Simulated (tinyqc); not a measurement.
Collinear exchange A + BC -> AB + C on a London-Eyring-Polanyi-Sato surface: saddle, string of images and rate. Changing the mass of B. Computed by tinyqc, a small Python program. Command: `OMP_NUM_THREADS=1 python tinyqc.py 3112611 3112612 out.jsonl leps sweep`. One thread of a shared host (Intel(R) Xeon(R) Processor @ 2.30GHz), about 0.3 s of CPU time with the checks.

x = r(AB), y = r(BC), r(AC) = x + y. V is counted from separated atoms, the barrier from A + BC, that is V + D(BC).

Inputs (values chosen for the exercise, bond data loosely for abstraction of hydrogen from a Si-H bond by a hydrogen atom; the barrier is not fitted): D(AB) = 4.66 eV; r0(AB) = 0.742 angstrom; beta(AB) = 1.94 1/angstrom; D(BC) = 4.13 eV; r0(BC) = 1.48 angstrom; beta(BC) = 1.52 1/angstrom; D(AC) = 4.09 eV; r0(AC) = 1.48 angstrom; beta(AC) = 1.52 1/angstrom; Sato parameter S = 0.15; mass of A = 1.008 u; mass of C = 28.09 u; temperature T = 900 K; step of the string = 0.01 angstrom^2/eV.

Constants: nu for 1 eV/(angstrom^2 u) = 15.6333042 THz; h x 1 THz = 4.135667696 meV; k_B = 1.380649e-23 J/K; u = 1.6605390666e-27 kg; k_B = 8.617333262e-05 eV/K.

Method:
- For each pair, with u = exp(-beta (r - r0)): Q = D [(3 + S) u^2 - (2 + 6 S) u]/(4 (1 + S)), J = D [(1 + 3 S) u^2 - (6 + 2 S) u]/(4 (1 + S)); V = Q1 + Q2 + Q3 - sqrt(((J1 - J2)^2 + (J2 - J3)^2 + (J3 - J1)^2)/2).
- String of 9 images between the fixed ends (r0(AB) + 2, r0(BC)) and (r0(AB), r0(BC) + 2), started on the two straight legs through (r0(AB) + 0.3, r0(BC) + 0.3): each iteration moves the inner images by -step x gradient (central differences) and spaces them evenly again along the broken line (coordinates are kept between 0.2 and 8 angstrom); stop when no coordinate changes by more than 1e-5 angstrom, at most 400 iterations.
- From the highest inner image, z -> z - H^-1 g with gradient g and Hessian H by central differences, steps capped at 0.15 angstrom, 12 steps.
- Wilson matrix G = [[1/m_A + 1/m_B, -1/m_B], [-1/m_B, 1/m_B + 1/m_C]]; eigenvalues lambda of G H give nu = 15.6333042 THz x sqrt(|lambda|), the negative one being imaginary. Reactant: nu_BC from k = 2 D beta^2 and 1/m_B + 1/m_C. Skew angle: cos = sqrt(m_A m_C/((m_A + m_B)(m_B + m_C))).
- One-dimensional rate constant without tunnelling, k = sqrt(k_B T/(2 pi mu)) [sinh(h nu_BC/(2 k_B T))/sinh(h nu_s/(2 k_B T))] exp(-barrier/(k_B T)) with mu = m_A (m_B + m_C)/(m_A + m_B + m_C); Wigner factor 1 + (h nu_i/(k_B T))^2/24; adiabatic barrier = barrier + h (nu_s - nu_BC)/2.

One run for each value:
```
mass of B (u)  rate constant k (cm/s)  adiabatic barrier (eV)  imaginary frequency (THz)  skew angle (degrees)
1.008                            6674                  0.2299                      53.77                 45.99
2.014                            4314                  0.2631                      42.96                 56.09
3.016                            3569                  0.2765                      38.13                 61.60
6.000                            2782                  0.2920                      31.77                 69.86
12.000                           2314                  0.3013                      27.22                 76.53
19.000                           2107                  0.3050                      25.02                 80.02
```

Describe the trends.

Over the rows, rate constant k (cm/s) falls from 6670 to 2110 (exponent d ln y / d ln x -0.63 between the first rows and -0.20 between the last); adiabatic barrier (eV) rises from 0.230 to 0.305 (exponent d ln y / d ln x 0.19 between the first rows and 0.027 between the last); imaginary frequency (THz) falls from 53.8 to 25.0 (exponent d ln y / d ln x -0.32 between the first rows and -0.18 between the last).
